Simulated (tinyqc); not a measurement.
Inside a calculation. Method: plane-wave Kohn-Sham cycle with exchange-only LDA in a layered model solid. One step of it, computed by the program tinyqc.

Question. Iteration 2: potential. V_H(G) = 4 pi rho(G)/G^2 for G != 0 (uniform background); v_x = -(3 rho/pi)^(1/3); V = V_ext + V_H + v_x; Fourier components f(G_m) = (1/N) sum_j f(x_j) exp(-i G_m x_j).

A solid whose potential varies along x alone (atomic units):
```
parameter                      value
period a                    9.800000
cross-section of the cell  36.000000
electrons per cell                 2
grid points                       16
plane waves -n..n, n               2
k points                           1
V1 in V1 cos(2 pi x/a)     -0.670000
V2 in V2 cos(4 pi x/a)      0.080000
```

density after iteration 1 (e/bohr^3): [0.00706216, 0.00680299, 0.00620536, 0.00562528, 0.00527761, 0.00514317, 0.00510988, 0.00510429, 0.00510362, 0.00510429, 0.00510988, 0.00514317, 0.00527761, 0.00562528, 0.00620536, 0.00680299]

Give: Potentials on the grid; V(G_m), m = 0, 1, 2, ....

Answer.

Potentials on the grid (hartree):
```
x         V_ext      V_H      v_x        V
0.0000  -0.5900   0.0303  -0.1889  -0.7487
0.6125  -0.5624   0.0271  -0.1866  -0.7219
1.2250  -0.4738   0.0187  -0.1810  -0.6360
1.8375  -0.3130   0.0078  -0.1751  -0.4803
2.4500  -0.0800  -0.0031  -0.1714  -0.2545
3.0625   0.1998  -0.0121  -0.1700   0.0177
3.6750   0.4738  -0.0187  -0.1696   0.2854
4.2875   0.6756  -0.0227  -0.1696   0.4833
4.9000   0.7500  -0.0241  -0.1695   0.5564
5.5125   0.6756  -0.0227  -0.1696   0.4833
6.1250   0.4738  -0.0187  -0.1696   0.2854
6.7375   0.1998  -0.0121  -0.1700   0.0177
7.3500  -0.0800  -0.0031  -0.1714  -0.2545
7.9625  -0.3130   0.0078  -0.1751  -0.4803
8.5750  -0.4738   0.0187  -0.1810  -0.6360
9.1875  -0.5624   0.0271  -0.1866  -0.7219
```

V(G_m), m = 0, 1, 2, ... (hartree): [-0.1753, -0.3260, 0.0396, -0.0003, 0.0000]
